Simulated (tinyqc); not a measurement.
From results back to parameters: thin-film optics by transfer matrices. Three cases, with inputs chosen for the exercise.

Problem. A bare substrate in air: with rho = tan(Psi) exp(i Delta), Delta = 180 degrees at small angles on a dielectric, conj(eps) = sin^2(theta) [1 + tan^2(theta) ((1 - rho)/(1 + rho))^2], and n + i k = sqrt(eps).

Find: rho; eps; n; k.

Method. Form rho, insert it, conjugate, and take the root with k >= 0.

Case 1.

Values chosen (out of a larger set: indices near those of resist on Si; not measured data): lam = 248 nm (vacuum wavelength); theta_e = 70 degrees (angle of the ellipsometer).

Psi = 35.2804 degrees
Delta = 117.2448 degrees

Solution.

rho = -0.3239+0.6290i
eps = -11.34+11.52i
n = 1.553
k = 3.708

Case 2.

Values chosen (out of a larger set: indices near those of SiO2 on Al; not measured data): lam = 193 nm (vacuum wavelength); theta_e = 60 degrees (angle of the ellipsometer).

Psi = 43.8921 degrees
Delta = 116.1248 degrees

Solution.

rho = -0.4236+0.8638i
eps = -5.01+0.50i
n = 0.111
k = 2.242

Case 3.

Values chosen (out of a larger set: indices near those of resist on polySi; not measured data): lam = 633 nm (vacuum wavelength); theta_e = 75 degrees (angle of the ellipsometer).

Psi = 1.4377 degrees
Delta = 167.4614 degrees

Solution.

rho = -0.0245+0.0054i
eps = 15.26+0.31i
n = 3.907
k = 0.040

Computed by tinyqc, one run a case: `OMP_NUM_THREADS=1 python tinyqc.py N N+1 out.jsonl` with N = 1650745, 1650746, 1650852; one thread of a shared Intel(R) Xeon(R) Processor @ 2.30GHz, about 0.02 s a run at most.
